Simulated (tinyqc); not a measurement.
Worked calculation: global model of a low-pressure process discharge: electron temperature, density, ion flux and ion energy. Computed by tinyqc, a small Python program that keeps every step. Command: `OMP_NUM_THREADS=1 python tinyqc.py 3113387 3113388 out.jsonl plasma walk`. One thread of a shared host (Intel(R) Xeon(R) Processor @ 2.30GHz), about 0.01 s of CPU time with the checks. Intermediate numbers are printed to about 5 digits and carried at full precision; extremes and crossings named in words are read from the listed rows.

Maxwellian electrons with temperature T_e in eV, one positive ion, no negative ions, uniform bulk density n; rate constants have the Arrhenius form.

Inputs (values chosen for the exercise, of the order of those of an inductive discharge in a simple atomic gas):
```
quantity                          value   unit
ion mass M                           28      u
ionisation prefactor K0         3.3e-14  m^3/s
ionisation energy E_iz             14.8     eV
excitation prefactor X0         1.9e-14  m^3/s
excitation energy E_ex             10.9     eV
elastic rate constant K_el      6.4e-14  m^3/s
ion-neutral cross section       1.1e-18    m^2
pressure p                          7.8     Pa
gas temperature T_g                 600      K
radius R                             23     cm
height L                             14     cm
absorbed power P                    220      W
bias power P_b                       47      W
radius of the biased electrode       10     cm
bias frequency                        2    MHz
mixing                              0.4      -
```

Constants: k_B = 1.380649e-23 J/K; e = 1.602176634e-19 C; u = 1.6605390666e-27 kg; m_0 = 9.1093837015e-31 kg; eps_0 = 8.8541878128e-12 F/m.

## Geometry factors

n_g = p/(k_B T_g); lambda_i = 1/(n_g sigma); h_L = 0.86/sqrt(3 + L/(2 lambda_i)), h_R = 0.8/sqrt(4 + R/lambda_i); A_eff = 2 pi R^2 h_L + 2 pi R L h_R; d_eff = pi R^2 L/A_eff.

gas density n_g = 9.4159e+20 1/m^3

ion mean free path = 0.096549 cm

h_L = 0.098973

h_R = 0.051402

A_eff = 432.97 cm^2

d_eff = 53.738 cm

Caution: at so short an ion path the formulas for h_L and h_R give way to the ambipolar-diffusion limit.

## A fixed-point cycle for T_e

Particle balance: K0 exp(-E_iz/T_e) n_g d_eff = u_B, u_B = sqrt(e T_e/M). Cycle: T_out = T sqrt(loss/creation) with loss/creation = u_B/(K0 exp(-E_iz/T) n_g d_eff); T -> T + mixing (T_out - T), kept between 0.3 and 60 eV, from 3 eV; stop at |T_out - T| < 1e-9 eV or after 60 steps.

Course:
```
step  T (eV)  T_out (eV)  residual (eV)
0     3.0000      0.4905    -2.5095e+00
1     1.9962      1.0191    -9.7716e-01
2     1.6053      1.9137     3.0839e-01
3     1.7287      1.5108    -2.1786e-01
4     1.6416      1.7776     1.3602e-01
5     1.6960      1.6022    -9.3745e-02
6     1.6585      1.7196     6.1141e-02
...      ...         ...            ...
45    1.6729      1.6729    -9.8167e-09
46    1.6729      1.6729     6.5716e-09
47    1.6729      1.6729    -4.3993e-09
48    1.6729      1.6729     2.9450e-09
49    1.6729      1.6729    -1.9715e-09
50    1.6729      1.6729     1.3198e-09
51    1.6729      1.6729    -8.8350e-10
```

last residual = 8.8350e-10 eV

Converged in 52 steps.

## Electron temperature

Root found by bracketing.

T_e = 1.6729 eV

Bohm velocity u_B = 2400.9 m/s

K_iz = 4.7450e-18 m^3/s

## Energy per pair and density

E_c = E_iz + (X0 exp(-E_ex/T_e) E_ex + K_el (3 m_0/M) T_e)/K_iz; wall potential V_s = (T_e/2) ln(M/(2 pi m_0)); E_T = E_c + 2 T_e + T_e/2 + V_s; n = P/(e u_B A_eff E_T); ion current density J = e h_L n u_B; ionised share n/n_g.

collisional loss per pair E_c = 80.715 eV

wall potential V_s = 7.5299 V

E_T = 92.427 eV

plasma density n = 1.4292e+11 1/cm^3

ion current density J = 0.54411 mA/cm^2

ionised share = 1.5178e-04

Collisions take 87 % of the power and the walls the rest. T_e came from the particle balance alone; the power sets only n.

## Biased electrode

All bias power goes to ions: V_b = P_b/(J pi r^2). Debye length at the sheath edge lambda_D = sqrt(eps_0 T_e/(e h_L n)); Child-law sheath s = (sqrt2/3) lambda_D (2 V/T_e)^(3/4), V = V_b + V_s; ion transit time tau_i = 3 s sqrt(M/(2 e V)); collisions in the sheath s/lambda_i.

bias voltage V_b = 274.95 V

lambda_D = 80.844 micrometre

sheath width s = 3.0024 mm

ion transit time = 204.14 ns

transit time over bias period = 0.40828

s/lambda_i = 3.1097

Many ions collide in the sheath, which lowers their energy and widens their angles.

## Pressure series at fixed power

n_g = p/(k_B T_g), lambda_i = 1/(n_g sigma), K_iz = K0 exp(-E_iz/T_e), h_L = 0.86/sqrt(3 + L/(2 lambda_i)), h_R = 0.8/sqrt(4 + R/lambda_i), A_eff = 2 pi R^2 h_L + 2 pi R L h_R and d_eff = pi R^2 L/A_eff follow p. E_c = E_iz + (X0 exp(-E_ex/T_e) E_ex + K_el (3 m_0/M) T_e)/K_iz; E_T = E_c + (5/2) T_e + (T_e/2) ln(M/(2 pi m_0)); n = P/(e u_B A_eff E_T); J = e h_L n u_B. Pressures without a root below 2 E_iz are left out.

Against pressure:
```
p (Pa)  T_e (eV)  E_c (eV)  E_T (eV)  n (1/cm^3)  J (mA/cm^2)
0.1       6.5768     26.16     72.21  1.9472e+10      0.64434
0.2       4.5460     29.61     61.44  3.1269e+10      0.77359
0.5       3.2193     35.91     58.45  5.0296e+10      0.83465
1.0       2.6220     42.66     61.02  6.8649e+10      0.81086
2.0       2.2041     51.83     67.26  9.0800e+10      0.74205
5.0       1.8163     69.24     81.96  1.2501e+11      0.61266
10.0      1.6021     88.27     99.48  1.5305e+11      0.50583
20.0      1.4332    115.16    125.20  1.8061e+11      0.40239
```

T_e falls from 6.58 to 1.43 eV, n changes by a factor 9.3 and J by 0.62; in J = P h_L/(A_eff E_T), E_T changes by a factor 1.73 and is least at 0.5 Pa, between wall losses at high T_e and excitation losses at low T_e.

Checks made by the program: cycle against bracketing (relative difference 1e-10).
